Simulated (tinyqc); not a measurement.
## Gate sheet resistance from two finger widths

Question. At low frequency R = Rsh Wf/(3 L) + B/Wf, where B collects the channel and vertical terms. Find Rsh, B and the width of lowest R.

Values chosen for this exercise: channel length L = 1.8 um.

input resistance of single fingers, contacted at one end, of width 1.1 and 11 um (ohm): [266.89562, 58.956229]

Solution. R Wf is a straight line in Wf^2; the minimum of R lies where both terms are equal.

Rsh = 16.00 ohm/square
B = 290.0 ohm um
width of lowest R = 9.893 um

Numbers from tinyqc (`OMP_NUM_THREADS=1 python tinyqc.py 2262074 2262075 out.jsonl`; about 0.01 s on one thread of a shared Intel Xeon 2.30GHz).
